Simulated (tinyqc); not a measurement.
Electromigration in a confined line: Blech product, Korhonen stress evolution and Black's law: one step, computed by the program tinyqc. Command: `OMP_NUM_THREADS=1 python tinyqc.py 3014817 3014818 out.jsonl emigr walk`. One thread of a shared host (Intel(R) Xeon(R) Processor @ 2.30GHz), about 0.01 s of CPU time with the checks.

The electron wind pushes atoms from the cathode (x = 0) to the anode (x = L); blocking ends build a back stress (tension positive). The input rho is taken not to change with temperature. d sigma/dt = d/dx [kappa (d sigma/dx + G)], with zero flux at both ends and sigma = sigma_0 at t = 0.

Task: Stress along the line. sigma(x, t) = sigma_0 + G L [1/2 - x/L - 4 sum_(m odd) cos(m pi x/L) exp(-m^2 pi^2 s)/(m pi)^2], s = t/tau, summed to m = 399. Steady state: sigma_0 + G L (1/2 - x/L). Take x/L = 0, 0.1, 0.2, 0.3, 0.4, 0.6, 0.8 and 1.

Inputs (values chosen for the exercise, close to those used for copper lines):
```
quantity                            value  unit
critical stress sigma_c                99   MPa
initial stress sigma_0                 12   MPa
line length L                         280    um
test temperature T                    220     C
time as a fraction of L^2/kappa, s   0.16     -
```

Start: thermal stress.

stress gradient G = 7.104703 MPa/um

Give: Stress (MPa).

Result:

Stress (MPa):
```
x/L  at time s  steady state
0.0     840.45        1006.7
0.1     649.65         807.7
0.2     474.33         608.8
0.3     312.17         409.9
0.4     159.57         210.9
0.6    -135.57        -186.9
0.8    -450.33        -584.8
1.0    -816.45        -982.7
```

Caution: stresses above sigma_c are formal, since a void forms first.
